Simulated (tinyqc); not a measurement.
Complex band structure along [001] in sp3s* tight binding, step by step. Values are carried at full precision from step to step, so a last printed digit may differ when a step is redone from the rounded ones.

For k = (0, 0, kz) the phase sums are g0 = cos(phi) and g3 = i sin(phi), phi = kz a/4, and the s, pz, s* orbitals of anion (a) and cation (c) decouple from px, py. With z = exp(i phi), H(z) = H0 + z T + T^T/z for any complex z. H0 is diagonal (Esa, Epa, Exa, Esc, Epc, Exc). The anion-cation block is B(z) = z U + W/z and the cation-anion block z W^T + U^T/z, where U has Vss/2 (s,s), Vsapc/2 (s,z), -Vscpa/2 (z,s), Vxx/2 (z,z), Vxapc/2 (s*,z), -Vpaxc/2 (z,s*), and W has the same values with the s-z and s*-z signs reversed. |z| = 1 is a band state, |z| < 1 decays along [001] as exp(-kappa d) over a distance d, kappa = -(4/a) ln|z|. No spin-orbit coupling.

Inputs chosen for the exercise (out of a larger set: near a published set for GaP, fitted to gaps, whose masses and valley positions are rough (light masses up to twice too heavy); not measured data): p = (-8.071, 1.132, -2.209, 4.085, 8.58, 7.173, -7.41, 2.17, 5.112, 4.239, 6.38, 4.607, 5.1) eV (order Esa, Epa, Esc, Epc, Exa, Exc, Vss, Vxx, Vxy, Vsapc, Vscpa, Vxapc, Vpaxc); dE = 1.27 eV (E - Ev); a = 5.452 angstrom (lattice constant).

## The layer matrices

Parameters in the order Esa, Epa, Esc, Epc, Exa, Exc, Vss, Vxx, Vxy, Vsapc, Vscpa, Vxapc, Vpaxc. Form H0 and T.

diagonal of H0 (eV): sa -8.0710, za 1.1320, s*a 8.5800, sc -2.2090, zc 4.0850, s*c 7.1730

T (eV):
```
,sa,za,s*a,sc,zc,s*c
sa,0.0000,0.0000,0.0000,-3.7050,2.1195,0.0000
za,0.0000,0.0000,0.0000,-3.1900,1.0850,-2.5500
s*a,0.0000,0.0000,0.0000,0.0000,2.3035,0.0000
sc,-3.7050,3.1900,0.0000,0.0000,0.0000,0.0000
zc,-2.1195,1.0850,-2.3035,0.0000,0.0000,0.0000
s*c,0.0000,2.5500,0.0000,0.0000,0.0000,0.0000
```

## Edges at Gamma

At z = 1 the levels follow from the blocks [[Esa, Vss], [Vss, Esc]] and [[Epa, Vxx], [Vxx, Epc]]: Ev is the lower p root, and the direct gap ends at the lower of the upper roots.

Ev = -0.0162 eV
EG (direct gap) = 2.8448 eV

## Complex wave vectors at one energy in the gap

Solve det(H0 - E + z T + T^T/z) = 0 with E = Ev + dE, as the linear problem [[0, 1], [-T^T, E - H0]] x = z [[1, 0], [0, T]] x. Roots come as z, -z, 1/z and conjugates; list those with 0 < |z| < 1 and Re z, Im z >= 0, by falling |z|. Re kz = arg(z)/(pi/2) in units of 2 pi/a, kappa = -(4/a) ln|z|.

Decaying roots:
```
Re z,Im z,|z|,Re kz (2 pi/a),kappa (1/angstrom)
0.7871,0.0000,0.7871,0.0000,0.1756
0.1001,0.4520,0.4629,0.8613,0.5650
```

The slowest root has kappa = 0.1756 1/angstrom at Re kz = 0.000: a purely imaginary k at Gamma. The probability falls by exp(-2 kappa d), a factor 33.5 over 1 nm.

## The px, py block

For px and py the determinant gives (E - Epa)(E - Epc) = Vxx^2 cos^2(phi) + Vxy^2 sin^2(phi). With phi = i kappa a/4 this is sinh^2(kappa a/4) = ((E - Epa)(E - Epc) - Vxx^2)/(Vxx^2 - Vxy^2), E = Ev + dE. Parameters in the order Esa, Epa, Esc, Epc, Exa, Exc, Vss, Vxx, Vxy, Vsapc, Vscpa, Vxapc, Vpaxc.

sinh^2(kappa a/4) = 0.23590
kappa of the heavy-hole branch = 0.3436 1/angstrom

This branch decays faster than the slowest root of the s-pz block (0.1756), by a factor 1.96 in kappa.

## Checks

- Largest distance of a level of the 6 x 6 block at kz = 0.37 (2 pi/a) from a level of the full matrix, against zero (eV): both 0.000000.

Run: tinyqc, `OMP_NUM_THREADS=1 python tinyqc.py 1480022 1480023 out.jsonl`; Intel(R) Xeon(R) Processor @ 2.30GHz, one thread, shared host; about 0.01 s of CPU time with all checks.
